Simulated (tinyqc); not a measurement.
# Worked calculation: surface potential of a MOS transistor: implicit equation and explicit approximations

Computed by the program tinyqc: `OMP_NUM_THREADS=1 python tinyqc.py 2122120 2122121 out.jsonl`, one thread of a shared Intel Xeon 2.30GHz, about 0.01 s for the whole run. Printed values are rounded.

p-type body, charge-sheet picture, depletion and inversion only, full ionisation (an idealisation for deep acceptors), Boltzmann statistics (rough once Na exp(x - xn) passes about Nc/7). In units of Vt: xg = (Vg - Vfb)/Vt, x = psi/Vt, G = gamma/sqrt(Vt), xn = (2 phiF + Vc)/Vt. The implicit equation is (xg - x)^2 = G^2 [x - 1 + exp(x - xn)] for x above about 3. Cox = eps0 eox/tox.

Parameters, values chosen for the exercise; band and dielectric values close to those of 4H silicon carbide: temperature T = 350 K; band gap Eg = 3.24 eV; relative permittivity eps_r = 9.86; conduction-band density of states at T Nc = 2.18e19 cm^-3; valence-band density of states at T Nv = 3.1e19 cm^-3; relative permittivity of the gate insulator (close to silicon dioxide) eox = 3.9; insulator thickness tox = 11 nm; acceptor density Na = 1.3e16 cm^-3; flat-band voltage Vfb = -0.77 V; channel-body voltage Vc = 0.2 V; gate-body voltage Vg = 2.26 V.

Constants: q = 1.602176634e-19 C, kB = 1.380649e-23 J/K, Vt = kB T/q, eps0 = 8.8541878128e-14 F/cm where lengths are in cm. Results are converted to the units shown.

## Scales

ni = sqrt(Nc Nv) exp(-Eg/(2 Vt)), Eg in volts; phiF = Vt ln(Na/ni); gamma = sqrt(2 q eps0 eps_r Na)/Cox; VT = Vfb + Vt (xn + G sqrt(xn - 1)).

phiF = 1.39076 V
gamma = 0.192103 V^0.5
G = 1.10615
xn = 98.8543
VT = 2.54154 V
xg = 100.462

## Explicit approximation

Depletion value a = 1 + [sqrt(G^2/4 + xg - 1) - G/2]^2; inversion value b = xn + ln[(xg - xn)^2/G^2 - xn + 1] and first guess y = min(a, b) - ln(1 + exp(-|a - b|)) if a > xn + 1, else b = y = a; one second-order correction with D = exp(y - xn), p = 2 (xg - y) + G^2 (1 + D), w = (xg - y)^2 - G^2 (y - 1 + D): z = y + 2 w/(p + sqrt(p^2 - 2 (2 - G^2 D) w)), or the Newton step z = y + w/p where the root is not real.

a = 90.0251
b = 90.0251
y = 90.0251
p = 22.0975
w = -1.79122e-4
z = 90.0251

The root of the implicit equation is x = 90.0251; y misses it by 8.1e-6 and z by 0, in units of Vt.

## Starting value

x = a rounded to two decimals.

x at the start = 90.03

## Iteration 1: new x

D = exp(x - xn), f = (xg - x)^2 - G^2 (x - 1 + D), f' = -2 (xg - x) - G^2 (1 + D), x(new) = x - f/f'.

D = 1.47111e-4
f = -0.108176
f' = -22.0877
x after iteration 1 = 90.0251

## Iteration 2: new x

As before.

D = 1.46392e-4
f = 2.39839e-5
f' = -22.0975
x after iteration 2 = 90.0251

## Course of the iteration

Stop when the step is below 1e-11, or after 60 iterations.

Course of the iteration:
```
iteration	x before the step	step
1	90.03	-4.90e-3
2	90.0251	1.09e-6
3	90.0251	5.68e-14
```

Converged in 3 iterations.

## Potential, charges and gate control

converged x = 90.0251

psi = Vt x; N_dep = Cox Vt G sqrt(x - 1)/q; N_inv = (Cox Vt G/q) [sqrt(x - 1 + exp(x - xn)) - sqrt(x - 1)]; dpsi/dVg = 1/[1 + G^2 (1 + exp(x - xn))/(2 (xg - x))].

psi = 2.71522 V
N_dep = 6.16767e11 cm^-2
N_inv = 5.0710e5 cm^-2
dpsi/dVg = 0.944621

psi lies 8.8 Vt below 2 phiF + Vc.
